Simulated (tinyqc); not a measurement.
Modulation-doped quantum well, Poisson-Schroedinger loop: one step of the calculation.

A well of width L centred at z = 0 between barriers Vb; effective-mass electrons, parabolic bands. The electrons come from donor sheets outside the mesh, a share fL of Ns on the left and the rest on the right, so the structure is neutral. Energies are counted from the band edge of the well, with U = 0 on the first node in the Hartree part.

Task. Levels and probability densities. Tridiagonal Hamiltonian with psi = 0 one step beyond both ends: H_ii = C (1/m_(i-1/2) + 1/m_(i+1/2))/hz^2 + V0_i + U_i, H_(i,i+1) = -C/(m_(i+1/2) hz^2), C = hbar^2/(2 m0). The lowest 3 level(s) are kept, normalised to hz sum |psi|^2 = 1.

Inputs (values chosen for the exercise):
```
symbol,value,unit,meaning
hz,1.3,nm,mesh step
```

Constants: q = 1.602176634e-19 C, hbar = 1.054571817e-34 J s, m0 = 9.1093837015e-31 kg, hbar^2/(2 m0) = 0.0380998212 eV nm^2. Results are converted to the units shown.

```
node  fixed potential V0 (eV)  self-consistent potential U at the start (eV)
1                   1.2127200                                              0
2                   1.2137600                                              0
3                   1.2148000                                              0
4                  -0.0041600                                              0
5                  -0.0031200                                              0
6                  -0.0020800                                              0
7                  -0.0010400                                              0
8                   0.0000000                                              0
9                   0.0010400                                              0
10                  0.0020800                                              0
11                  0.0031200                                              0
12                  0.0041600                                              0
13                  1.2252000                                              0
14                  1.2262400                                              0
15                  1.2272800                                              0
```

mass on the intervals 1/2, 3/2, ... (mean of both at an interface) (m0): [0.121, 0.121, 0.121, 0.07545, 0.0299, 0.0299, 0.0299, 0.0299, 0.0299, 0.0299, 0.0299, 0.0299, 0.07545, 0.121, 0.121, 0.121]

Give: levels; |psi|^2 of E1; |psi|^2 of E2; |psi|^2 of E3.

Result.

levels (eV): E1 0.0395, E2 0.1790, E3 0.4438

```
node  |psi|^2 of E1 (1/nm)  |psi|^2 of E2 (1/nm)  |psi|^2 of E3 (1/nm)
1                   0.0000                0.0000                0.0000
2                   0.0000                0.0001                0.0002
3                   0.0015                0.0047                0.0089
4                   0.0463                0.1169                0.1494
5                   0.0743                0.1349                0.0743
6                   0.0988                0.0924                0.0000
7                   0.1148                0.0281                0.0765
8                   0.1191                0.0001                0.1499
9                   0.1110                0.0335                0.0728
10                  0.0926                0.0987                0.0000
11                  0.0678                0.1380                0.0775
12                  0.0415                0.1171                0.1505
13                  0.0014                0.0046                0.0088
14                  0.0000                0.0001                0.0002
15                  0.0000                0.0000                0.0000
```

Computed by the program tinyqc: `OMP_NUM_THREADS=1 python tinyqc.py 2140068 2140069 out.jsonl`, one thread of a shared Intel Xeon 2.30GHz, about 0.2 s for the whole run.
